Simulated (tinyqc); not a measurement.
Inside a calculation. Method: CIS on RHF in the 3-21g basis, for H2, spin multiplicity 1. One step of it, computed by the program tinyqc.

Question. CIS triplet states. Diagonalise A (1 hartree = 27.211386 eV); each vector has its largest component positive (the first on a tie).

CIS matrix A, triplet (hartree), order 1>2, 1>3, 1>4:
```
[[0.374764, 0.000000, 0.142661],
 [0.000000, 0.968372, 0.000000],
 [0.142661, 0.000000, 1.404640]]
```

Give: triplet excitation energies; lowest vectors.

Answer.

triplet excitation energies (eV): [9.6700, 26.3508, 38.7500]

lowest vectors, order 1>2, 1>3, 1>4:
```
[[0.9909, 0.0000, 0.1347],
 [0.0000, 1.0000, 0.0000],
 [-0.1347, 0.0000, 0.9909]]
```
